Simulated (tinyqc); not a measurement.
Temperatures in a stack of 2 dies with leakage feedback: one step of the calculation.

One-dimensional heat flow to a sink below die 0. The power of each die is released in a plane at its top; from the plane of die j > 0 heat crosses its silicon (ts), a bond layer and the wiring of die j - 1; from die 0 it crosses t0, paste and sink. Copper shares the path through bond and wiring in parallel: k_eff = fm km + (1 - fm) k. Silicon is taken at the temperature of the plane above it. Leakage is P_l exp((T - 350 K)/Tl).

Question. Resistances per area at 300 K. R = thickness/conductivity for each layer.

Inputs (values chosen for the exercise); conductivities of the order met in silicon, wiring layers, bonds and pastes:
- k0 = 139 W/(m K) (conductivity of silicon at 300 K)
- ts = 20 um (thickness of a thinned die)
- t0 = 500 um (thickness of the die next to the sink)
- tb = 8 um (thickness of the wiring layers)
- kb = 2.1 W/(m K) (conductivity of the wiring layers)
- tg = 10 um (thickness of a bond layer)
- kg = 1.1 W/(m K) (conductivity of the bond dielectric)
- fm = 0.01 (area share of copper through bond and wiring)
- km = 390 W/(m K) (conductivity of copper)
- Rt = 0.27 K cm^2/W (paste and lid)
- Rs = 0.32 K cm^2/W (heat sink)

Wanted: thick die; thinned die; k_eff of the bond; k_eff of the wiring; bond plus wiring; paste plus sink.

Answer.

thick die = 0.035971 K cm^2/W
thinned die = 0.0014388 K cm^2/W
k_eff of the bond = 4.9890 W/(m K)
k_eff of the wiring = 5.9790 W/(m K)
bond plus wiring = 0.033424 K cm^2/W
paste plus sink = 0.59000 K cm^2/W

tinyqc, about 0.03 s, one thread, Intel Xeon 2.30GHz (shared host): `OMP_NUM_THREADS=1 python tinyqc.py 2162191 2162192 out.jsonl`
